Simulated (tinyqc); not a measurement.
# Frequency dispersion of an accumulation capacitance by border traps, distributed model: two studies

Traps spread evenly through the insulator exchange electrons with the semiconductor by tunnelling, with tau(x) = t0 exp(2 ka x) at depth x from the interface. The admittance per area Y seen at depth x obeys dY/dx = -Y^2/(i w eps0 eox) + q Nb ln(1 + i w tau)/tau, with Y(0) = i w Cs and w = 2 pi f; the gate sees Y(tox) = G + i w C. Working variable y = Y/(i w), in uF/cm^2. Cox = eps0 eox/tox.

Inputs (values chosen for the exercise); permittivity close to that of aluminium oxide:
```
symbol  value         unit                                               meaning
eox      8.82                             relative permittivity of the insulator
tox       5.8           nm                                   insulator thickness
Cs        1.4      uF/cm^2             semiconductor capacitance in accumulation
Nb       5e18  cm^-3 eV^-1                               density of border traps
ka        4.8         1/nm  decay constant of the wave function in the insulator
t0      3e-10            s              time constant of a trap at the interface
f         100           Hz                                             frequency
```

Constants: q = 1.602176634e-19 C, eps0 = 8.8541878128e-14 F/cm where lengths are in cm. Results are converted to the units shown.

Each table varies one quantity; the others keep the values above.

## Capacitance and loss against frequency

Cox; trap-free value 1/(1/Cox + 1/Cs); response depth d = ln(1/(w t0))/(2 ka), where w tau = 1; lumped estimate: all traps within d act as C_bt = q Nb d placed at d/2, so C = 1/{1/[1/(1/Cs + d/(2 eps0 eox)) + C_bt] + (tox - d/2)/(eps0 eox)}. C and G from a fine integration; dispersion -d C/d log10 f over C, from f times and over 1.1. For a broad spread of time constants G/w is close to -(pi/2) dC/d ln w.

The same in every row: trap-free C (uF/cm^2) = 0.6864.

Result of one run:
```
f (Hz)  d (nm)  C (uF/cm^2)  G/w (uF/cm^2)  dispersion (% a decade)  -(pi/2) dC/d ln w (uF/cm^2)  lumped C (uF/cm^2)
1e6     0.6535       0.7028       0.003915                   0.8166                     0.003915              0.7002
```

What becomes of these results when the frequency f is changed from 1e6 to 1000 Hz, all else the same?

Result of the changed run:
```
f (Hz)  d (nm)  C (uF/cm^2)  G/w (uF/cm^2)  dispersion (% a decade)  -(pi/2) dC/d ln w (uF/cm^2)  lumped C (uF/cm^2)
1000     1.373       0.7217       0.004732                   0.9608                     0.004730              0.7184
```

The whole series:
```
f (Hz)  d (nm)  C (uF/cm^2)  G/w (uF/cm^2)  dispersion (% a decade)  -(pi/2) dC/d ln w (uF/cm^2)  lumped C (uF/cm^2)
10       1.853       0.7365       0.005334                    1.061                     0.005332              0.7324
100      1.613       0.7289       0.005027                    1.011                     0.005025              0.7252
1000     1.373       0.7217       0.004732                   0.9608                     0.004730              0.7184
10000    1.133       0.7150       0.004449                   0.9118                     0.004448              0.7120
1e5     0.8934       0.7087       0.004177                   0.8638                     0.004176              0.7059
1e6     0.6535       0.7028       0.003915                   0.8166                     0.003915              0.7002
1e7     0.4137       0.6972       0.003647                   0.7702                     0.003664              0.6948
```

C falls from 0.7365 to 0.6972 uF/cm^2, towards the trap-free 0.6864; each decade of frequency removes ln 10/(2 ka) = 0.240 nm from the response depth. The dispersion falls from 1.06 to 0.770 % a decade and G/w falls from 0.00533 to 0.00365 uF/cm^2. G/w lies between 0.996 and 1.00 times -(pi/2) dC/d ln w, the relation for a broad spread of time constants.

## Effect of the density of border traps

Same model as above.

The same in every row: d (nm) = 1.613; trap-free C (uF/cm^2) = 0.6864.

Results:
```
Nb (cm^-3 eV^-1)  C (uF/cm^2)  G/w (uF/cm^2)  dispersion (% a decade)  -(pi/2) dC/d ln w (uF/cm^2)  lumped C (uF/cm^2)
1e18                   0.6951       0.001063                   0.2241                     0.001063              0.6944
2e18                   0.7038       0.002096                   0.4365                     0.002096              0.7023
6e18                   0.7370       0.005951                    1.183                     0.005948              0.7326
1e19                   0.7680       0.009405                    1.794                     0.009400              0.7608
3e19                   0.8978        0.02223                    3.626                      0.02221              0.8773
2e20                    1.341        0.04817                    5.246                      0.04801               1.256
4e20                    1.497        0.05269                    5.139                      0.05249               1.378
```

Estimate the missing row, Nb = 7e19 cm^-3 eV^-1.

Computed row:
```
Nb (cm^-3 eV^-1)  C (uF/cm^2)  G/w (uF/cm^2)  dispersion (% a decade)  -(pi/2) dC/d ln w (uF/cm^2)  lumped C (uF/cm^2)
7e19                    1.074        0.03563                    4.854                      0.03556               1.032
```

With this row back in the table: As Nb goes from 1e18 to 4e20, C rises from 0.695 to 1.50 uF/cm^2, the dispersion goes from 0.224 through a maximum of 5.25 (at Nb = 2e20 among the rows listed) to 5.14 % a decade and G/w rises from 0.00106 to 0.0527 uF/cm^2. The lumped estimate is 0.11 % below C in the first row and 8.0 % below it in the last. The dispersion goes as Nb^(0.96) between the first two rows and Nb^(-0.03) between the last two: dense traps near the interface screen those behind them.

Computed by the program tinyqc: `OMP_NUM_THREADS=1 python tinyqc.py 2202068 2202069 out.jsonl`, one thread of a shared Intel Xeon 2.30GHz, about 0.4 s for the whole run.
